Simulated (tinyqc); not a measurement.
Solubility, supersaturation, precipitation and gettering of an impurity in a silicon-like host: one step, computed by the program tinyqc.

The wafer was saturated at T1 and is then held at T.

Problem. Solubility, diffusivity, supersaturation. C_eq(T) = N0 exp(S/k_B - H/(k_B T)); D(T) = D0 exp(-Q/(k_B T)); C0 = C_eq(T1). Supersaturation s = C0/C_eq(T); critical radius r* = 2 gamma/(C_p k_B T ln s); barrier W* = (4 pi/3) gamma r*^2. Strain energy is left out.

Inputs (values chosen for the exercise, modelled on copper in silicon): site density N0 = 5e+22 1/cm^3; enthalpy of solution H = 1.51 eV; entropy of solution S = 2.2 k_B; diffusion prefactor D0 = 0.0051 cm^2/s; migration energy Q = 0.424 eV; temperature of saturation T1 = 1250 K; anneal temperature T = 1031 K; impurity density in the precipitate C_p = 3.9e+22 1/cm^3; interface energy gamma = 0.55 J/m^2.

Constants: k_B = 8.617333262e-05 eV/K; k_B = 1.380649e-23 J/K.

Give: C0; C_eq(T); D(T); supersaturation s; critical radius r*; W*/(k_B T).

Solution.

C0 = 3.6844e+17 1/cm^3

C_eq(T) = 1.8757e+16 1/cm^3

D(T) = 4.3147e-05 cm^2/s

supersaturation s = 19.642

critical radius r* = 0.66544 nm

W*/(k_B T) = 71.668
